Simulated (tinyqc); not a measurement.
Comparisons within one model: shallow acceptor in the spherical four-band model. A value that a table varies takes the place of the one given here.

The ground state 1S3/2 has an L = 0 part f(r) and an L = 2 part g(r). In units of Ry* and a*, with Gaussians f_i = exp(-a_i r^2), g_i = r^2 exp(-a_i r^2), A = a_i + a_j and I(n) = Gamma((n + 1)/2)/(2 A^((n + 1)/2)): S_ff = I(2), S_gg = I(6), H_ff = (6 a_i a_j/A) I(2) - 2 I(1), H_gg = (14 a_i a_j/A) I(6) - 2 I(5), H_fg = -mu [15 I(2) - 20 a_j I(4) + 4 a_j^2 I(6)]; each function is then normalised. The split-off band is left out.

Converged values use 22 exponents 2.2^i, i = -7 to 14, for f and for g.

Units Ry* = Ry/(g1 eps^2) and a* = a0 eps g1; mu = (6 g3 + 4 g2)/(5 g1) is the spherical heavy-light coupling and delta = (g3 - g2)/g1 the cubic term, which is left out.

Constants: Ry = 13.60569312 eV; a0 (Bohr radius) = 0.5291772105 angstrom.

Inputs chosen for the exercise (near those of a shallow acceptor in InP; shifted at random, so the results belong to these values and not to a real crystal): mus = (0.17, 0.26, 0.53, 0.62, 0.77, 0.83, 0.88) (couplings); rc = 1.6 angstrom (radius of the central cell); Vs = (2, 0, -0.5, -1.5, -2.5, -3.5) eV (central-cell strengths); g1 = 5.06 (Luttinger gamma1); g2 = 1.61 (gamma2); g3 = 2.1 (gamma3); eps = 12.6 (dielectric constant).

## Strength of the heavy-light coupling

Ry* = 16.9367 meV

Converged values in Ry* and a*; the heavy-mass hydrogen model gives 1/(1 - mu).

Results:

| mu | binding (Ry*) | 1/(1 - mu) | ratio | L = 2 weight | <r> (a*) | binding (meV) |
|---|---|---|---|---|---|---|
| 0.17 | 1.027 | 1.205 | 0.852 | 0.012 | 1.467 | 17.4 |
| 0.26 | 1.065 | 1.351 | 0.788 | 0.029 | 1.423 | 18.0 |
| 0.53 | 1.350 | 2.128 | 0.634 | 0.124 | 1.160 | 22.9 |
| 0.62 | 1.558 | 2.632 | 0.592 | 0.172 | 1.022 | 26.4 |
| 0.77 | 2.296 | 4.348 | 0.528 | 0.274 | 0.720 | 38.9 |
| 0.83 | 2.966 | 5.882 | 0.504 | 0.324 | 0.568 | 50.2 |
| 0.88 | 4.038 | 8.333 | 0.485 | 0.369 | 0.425 | 68.4 |

The binding starts as 1 + O(mu^2), 1.027 at mu = 0.17, since the coupling enters in second order, and reaches 4.04 at mu = 0.88. The ratio to the heavy-mass model falls from 0.85 to 0.48, towards about 0.44 as mu goes to 1: the bound hole is only partly heavy. The L = 2 weight grows to 0.37 and the radius shrinks by a factor 3.5.

## Central-cell correction

mu = 0.75257
a* = 33.738 angstrom

A short-range term V exp(-r^2/rc^2) is added (negative: attracts the hole); its elements are V S (A/(A + 1/rc^2))^(3/2) for f and ^(7/2) for g, in the same units.

Results:

| V (eV) | 1S binding (meV) | 2S binding (meV) | <r> (angstrom) | L = 2 weight |
|---|---|---|---|---|
| 2.0 | 33.9 | 10.49 | 27.6 | 0.258 |
| 0.0 | 36.6 | 10.85 | 25.7 | 0.261 |
| -0.5 | 37.6 | 10.98 | 25.0 | 0.262 |
| -1.5 | 40.2 | 11.29 | 23.5 | 0.264 |
| -2.5 | 44.1 | 11.73 | 21.5 | 0.268 |
| -3.5 | 50.3 | 12.35 | 19.1 | 0.271 |

From V = 0 to -3.5 eV the 1S binding grows by 13.7 meV (37 %) and the 2S binding by 1.50 meV, so the chemical shift sits mainly in the ground state. A repulsion of 2 eV removes 2.7 meV. The slope is 6.23 meV per eV over the last step against 1.35 on the repulsive side, since attraction pulls the state into the cell: the route from a shallow to a deep level.

## What each parameter does

Converged values. Each row changes one parameter from the base and keeps the others.

Results:

| case | mu | Ry* (meV) | binding (meV) | <r> (angstrom) |
|---|---|---|---|---|
| base | 0.753 | 16.94 | 36.63 | 25.7 |
| g1 = 5.46 | 0.697 | 15.70 | 28.96 | 32.0 |
| g2 = 1.37 | 0.715 | 16.94 | 32.70 | 28.5 |
| g3 = 1.93 | 0.712 | 16.94 | 32.49 | 28.6 |
| eps = 11.6 | 0.753 | 19.98 | 43.22 | 23.6 |

The largest shifts from the base row, up to three for each result and ties (the steps differ in size, so this ranks the rows, not the parameters). mu: g1 -0.055, g3 -0.040, g2 -0.038; unchanged at the printed digits by eps. Ry* (meV): eps +3.05, g1 -1.24; unchanged at the printed digits by g2 and g3. binding (meV): g1 -7.68, eps +6.59, g3 -4.15. <r> (angstrom): g1 +6.3, g3 +3.0, g2 +2.8. g1 acts twice: it lowers Ry* and it lowers mu.

Computed by tinyqc, a small Python program: `OMP_NUM_THREADS=1 python tinyqc.py 1282016 1282017 out.jsonl` (the numbers bound the seed that draws the inputs); one thread of a shared host (Intel(R) Xeon(R) Processor @ 2.30GHz), about 0.07 s for the whole set of steps.
